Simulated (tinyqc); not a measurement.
A run and its error bars: classical Heisenberg spin chain: exact results, Metropolis, heat-bath and over-relaxation steps, and a Monte Carlo run. Computed by tinyqc, a small Python program. Command: `OMP_NUM_THREADS=1 python tinyqc.py 3130572 3130573 out.jsonl heismc walk`. One thread of a shared host (Intel(R) Xeon(R) Processor @ 2.30GHz), about 0.2 s of CPU time with the checks.

E = -J sum_i s_i . s_(i+1) for unit vectors s_i on an open chain; K = J/(k_B T).

Inputs (values chosen for the exercise, for a model chain of large moments):

| quantity | value | unit |
|---|---|---|
| coupling J | 11 | meV |
| temperature T | 69.2 | K |
| moment mu | 6.7 | mu_B |
| length N of the open chain | 12 | - |
| seed | 144671 | - |

Update: Metropolis.

Constants: k_B = 8.617333262e-05 eV/K; mu_B = 5.7883818060e-05 eV/T.

Method:
- Each bond angle is independent, so u = <s_i . s_(i+1)> = coth K - 1/K, <s_i . s_(i+n)> = u^n, correlation length xi = -1/ln|u|, energy per bond -J u, heat capacity per bond c/k_B = 1 - K^2/sinh^2 K, and for the long chain chi = mu^2 (1 + u)/(3 k_B T (1 - u)) per spin.
- For N spins, <|sum s|^2>/N = (1 + u)/(1 - u) - 2 u (1 - u^N)/(N (1 - u)^2); the long chain has (1 + u)/(1 - u), chi over the Curie value, and the difference is relative to it.
- From the ordered state (alternating for J < 0), with trial spins uniform on the sphere, 200 sweeps are discarded and 1600 recorded (even and odd sites in turn; random numbers not printed, so these rows are one sample). Errors are the scatter of block means over sqrt(number of blocks).

K = 1.84465

u = 0.509151

<|sum s|^2>/N = 2.72247

Blocking:

| block length | mean bond product | error | <\|sum s\|^2>/N | error |
|---|---|---|---|---|
| 1 | 0.50994 | 0.0032383 | 2.6267 | 0.04366 |
| 4 | 0.50994 | 0.0049009 | 2.6267 | 0.07393 |
| 16 | 0.50994 | 0.0058492 | 2.6267 | 0.10034 |
| 40 | 0.50994 | 0.0053368 | 2.6267 | 0.11243 |
| 80 | 0.50994 | 0.0055868 | 2.6267 | 0.10203 |

With blocks of 40 the bond product is 0.1 error bars from the exact u = 0.5092, and <|sum s|^2>/N is 0.9 from the exact 2.722. Blocking to 40 changes the two errors by factors 1.6 and 2.6, because successive sweeps are correlated. 38 % of the trial spins are accepted.
